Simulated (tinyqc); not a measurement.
Density of states of one tight-binding band on the simple cubic lattice: one step. Energies on the mesh.

E(k) = -2 t (c1 + c2 + c3) - 4 t2 (c1 c2 + c2 c3 + c3 c1) with ci = cos(2 pi ki); k in fractions of the reciprocal vectors, mesh k_i = j/N with j = 0 .. N-1. Densities are per cell and per spin, so the band holds one state.

Parameters, chosen for this exercise: t = 0.48 eV (nearest hopping); t2 = 0 eV (second hopping); N = 5 (mesh points along each axis).

Task: Evaluate the band at all 125 points and collect equal values.

Give: Distinct energies.

Result:

Distinct energies:

| E_k (eV) | points |
|---|---|
| -2.8800 | 1 |
| -2.2167 | 6 |
| -1.5533 | 12 |
| -1.1433 | 6 |
| -0.8900 | 8 |
| -0.4800 | 24 |
| 0.1833 | 24 |
| 0.5933 | 12 |
| 1.2567 | 24 |
| 2.3300 | 8 |

The 125 points give 10 distinct energies between -2.8800 and 2.3300 eV; a dense mesh gives a band from -2.880 to 2.880 eV.

Run: tinyqc, `OMP_NUM_THREADS=1 python tinyqc.py 1681199 1681200 out.jsonl`; Intel(R) Xeon(R) Processor @ 2.30GHz, one thread, shared host; about 0.3 s of CPU time with all checks.
